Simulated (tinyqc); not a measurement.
Grain growth, pinning, strength and diffusional creep of a polycrystal or thin film: one step, computed by the program tinyqc.

One mean grain size d describes the structure.

Question. Grain size after the anneal. dd/dt = 2 M gamma (1/d - 1/d_lim) integrates to 2 M gamma t = d_lim (d0 - d) + d_lim^2 ln[(d_lim - d0)/(d_lim - d)]; without pinning d^2 = d0^2 + 4 M gamma t.

Inputs (values chosen for the exercise, for a model solid):
```
quantity,value,unit
boundary energy gamma,0.49,J/m^2
anneal temperature T,613,K
anneal time t,25000,s
initial grain size d0,73,nm
```

mobility M = 2.950137e-18 m^4/(J s)

limit d_lim = 4666.667 nm

Give: size without pinning; grain size d.

Answer.

size without pinning = 387.2 nm

grain size d = 376.6 nm

Pinning holds d to 97 % of the free value.
